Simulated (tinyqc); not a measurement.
Hexagonal on-chip spiral inductor, lumped pi model: one step of the calculation.

Outer diameter do = di + 2 n wd + 2 (n - 1) sp, mean da = (do + di)/2, fill p = (do - di)/(do + di), length l = 3.464 n da. L = 2.33 mu0 n^2 da/(1 + 3.82 p), mu0 = 4 pi 1e-7 H/m. Rs = rho l/(wd delta (1 - exp(-th/delta))), delta = sqrt(rho/(pi f mu0)). Cs = n wd^2 eps0 eo/hu across the coil. At each end Cox = l wd eps0 eo/(2 ho) leads to the substrate branch Rsi = 2 rs he/(l wd) in parallel with Csi = l wd eps0 11.7/(2 he). With one end grounded Y = 1/(Rs + i w L) + i w Cs + 1/[1/(i w Cox) + 1/(1/Rsi + i w Csi)], w = 2 pi f; Q = -Im Y/Re Y. Eddy currents in neighbouring turns and in the substrate are left out.

Task. Geometry and model elements. do, l, L, delta, Rs, Cs, Cox, Rsi and Csi as defined.

Parameters, values chosen for the exercise; values of the order met in silicon radio-frequency processes:
```
symbol,value,unit,meaning
n,1.5,,number of turns
wd,20,um,line width
sp,1.5,um,space between turns
di,100,um,inner diameter
th,0.9,um,metal thickness
rho,3,uohm cm,metal resistivity
ho,8.9,um,oxide below the coil
hu,0.7,um,oxide between coil and underpass
eo,4.1,,relative permittivity of the oxide
rs,1000,ohm cm,substrate resistivity
he,80,um,effective spreading depth in the substrate
f,1.3,GHz,frequency
```

Constants: eps0 = 8.8541878128e-12 F/m. Results are converted to the units shown.

Find: do; l; L; delta; Rs; Cs; Cox; Rsi; Csi.

Result.

do = 161.5 um
l = 679.4 um
L = 0.4537 nH
delta = 2.418 um
Rs = 1.356 ohm
Cs = 31.12 fF
Cox = 27.71 fF
Rsi = 1.178e5 ohm
Csi = 8.797 fF

Program tinyqc, `OMP_NUM_THREADS=1 python tinyqc.py 2302236 2302237 out.jsonl`; Intel Xeon 2.30GHz, shared host, one thread, about 0.01 s.
